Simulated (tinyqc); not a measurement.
MOS inversion layer, Poisson-Schroedinger loop: effect of the temperature.

Electrons confined at an insulator interface at z = 0, treated as a hard wall; parabolic valleys, Hartree approximation, no image or exchange terms. The depletion charge lies far deeper than the electrons and gives a uniform field q Nd/(eps0 eps_r); the gate balances all charge. Energies are counted from the band edge at the interface.

Schroedinger equation -(C/mz) psi'' + (V0 + U) psi = E psi, C = hbar^2/(2 m0), psi(0) = 0, on a uniform mesh of 800 nodes with a far wall at 19 nm, 8 levels a set; V0 = q Nd z/(eps0 eps_r); dU/dz = q (Ns - integral of n from 0 to z)/(eps0 eps_r), U(0) = 0; N_k = g md m0 q Vt/(pi hbar^2) ln(1 + exp((EF - E_k)/Vt)), g the number of valleys of the set, sum N_k = Ns. Triangular well: E_k = a_k (C F^2/mz)^(1/3), a_1 = 2.338107, a_2 = 4.087949, C = hbar^2/(2 m0), F in eV/nm. Fang-Howard (all electrons in the lowest level of set A): b^3 = 6 (mz1/C) q (Nd + 11 Ns/32)/(eps0 eps_r), centroid 3/b, level C b^2/(4 mz1) + (3/b) q (Nd + 11 Ns/16)/(eps0 eps_r). The centroid adds 3.9 z_av/eps_r to an oxide-equivalent thickness. Shares under 0.0001 % are printed as 0.

Values chosen for this exercise; masses and permittivity close to those of 4H silicon carbide (0001):
- eps_r = 9.7 (relative permittivity)
- mz1 = 0.324 m0 (mass along z of valley set A (3 valley(s)))
- md1 = 0.414 m0 (in-plane density-of-states mass of set A)
- Ns = 3.1e12 cm^-2 (sheet density of electrons)
- Nd = 1e12 cm^-2 (sheet density of depletion charge)

Constants: q = 1.602176634e-19 C, kB = 1.380649e-23 J/K, hbar = 1.054571817e-34 J s, m0 = 9.1093837015e-31 kg, Vt = kB T/q, eps0 = 8.8541878128e-14 F/cm where lengths are in cm, hbar^2/(2 m0) = 0.0380998212 eV nm^2. Results are converted to the units shown.

The same in every row: Fang-Howard centroid (nm) = 2.39.

Results:

| T (K) | A1 (meV) | A2 (meV) | EF (meV) | share of A1 (%) | share of A2 (%) | centroid z_av (nm) | added oxide equivalent (nm) |
|---|---|---|---|---|---|---|---|
| 20 | 182 | 259 | 188 | 100 | 0 | 2.25 | 0.903 |
| 50 | 182 | 259 | 187 | 100 | 0 | 2.25 | 0.903 |
| 77 | 182 | 259 | 184 | 100 | 0.00152 | 2.25 | 0.903 |
| 120 | 182 | 259 | 179 | 99.9 | 0.0798 | 2.25 | 0.903 |
| 300 | 183 | 263 | 146 | 94.5 | 4.75 | 2.37 | 0.952 |
| 400 | 183 | 267 | 122 | 89.1 | 8.53 | 2.51 | 1.01 |
| 500 | 184 | 271 | 93.9 | 83.5 | 11.7 | 2.68 | 1.08 |

Estimate the missing row, T = 200 K.

Computed row:

| T (K) | A1 (meV) | A2 (meV) | EF (meV) | share of A1 (%) | share of A2 (%) | centroid z_av (nm) | added oxide equivalent (nm) |
|---|---|---|---|---|---|---|---|
| 200 | 182 | 260 | 167 | 98.6 | 1.30 | 2.27 | 0.914 |

With this row back in the table: As T goes from 20 to 500, A1 rises from 182 to 184 meV, the share of A1 falls from 100 to 83.5 % and the centroid rises from 2.25 to 2.68 nm. EF lies more than 2 meV above A1 for T = 20, 50, 77. The Fang-Howard centroid is 6.7 % above the full one in the first row, where A1 holds 100 %, and 11 % below it in the last, where A1 holds 83.5 %.

Program tinyqc, `OMP_NUM_THREADS=1 python tinyqc.py 2160097 2160098 out.jsonl`; Intel Xeon 2.30GHz, shared host, one thread, about 0.5 s.
